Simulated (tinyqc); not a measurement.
## Phase-change memory cell, resistance drift and retention: effect of the activation energy of crystallisation

The amorphous state follows Ra = R0 (t/t0)^nu exp[(q Ec/kB)(1/T - 1/(300 K))], with nu taken as independent of T. An intermediate level follows the logarithmic mixing rule ln R = (1 - fa) ln Rc + fa ln Ra with constant Rc. The time to lose the data by crystallisation is tr = tx exp[(q Ex/kB)(1/T - 1/Tx)]; 1 year = 3.15576e7 s. These are empirical laws.

T10 is the temperature at which tr is ten years.

Inputs (values chosen for the exercise); values of the order found in chalcogenide phase-change cells:
```
symbol,value,unit,meaning
R0,17,Mohm,resistance of the amorphous state at t0 and 300 K
t0,0.001,s,reference time
nu,0.098,,drift exponent
Ec,0.16,eV,activation energy of conduction
Tx,423,K,temperature of a bake
tx,1900,s,time to crystallise in that bake
T,328,K,operating temperature
t,1e6,s,time of the read
Rc,6.3,kohm,resistance of the crystalline state
```

Constants: q = 1.602176634e-19 C, kB = 1.380649e-23 J/K. Results are converted to the units shown.

The same in every row: Ra (Mohm) = 76.38; Ra/Rc = 1.212e4.

Results:

| Ex (eV) | tr (years) | T10 (K) |
|---|---|---|
| 1.6 | 20.00 | 332.1 |
| 1.9 | 216.9 | 343.7 |
| 2.2 | 2352 | 352.7 |
| 2.8 | 2.766e5 | 365.8 |
| 3.1 | 3.000e6 | 370.6 |
| 3.4 | 3.254e7 | 374.7 |

Estimate the missing row, Ex = 2.5 eV.

Computed row:

| Ex (eV) | tr (years) | T10 (K) |
|---|---|---|
| 2.5 | 2.551e4 | 359.9 |

With this row back in the table: As Ex goes from 1.6 to 3.4 eV, Ra stays at 76.4 Mohm, tr rises from 20.0 to 3.25e7 years and T10 rises from 332 to 375 K. With the bake point fixed, a larger Ex extrapolates more steeply to lower temperatures. For Ex = 2.5 to 3.4 eV tr is an extrapolation over many decades from the bake and only says that crystallisation is no limit.

Computed by the program tinyqc: `OMP_NUM_THREADS=1 python tinyqc.py 2880054 2880055 out.jsonl`, one thread of a shared Intel Xeon 2.30GHz, about 0.01 s for the whole run.
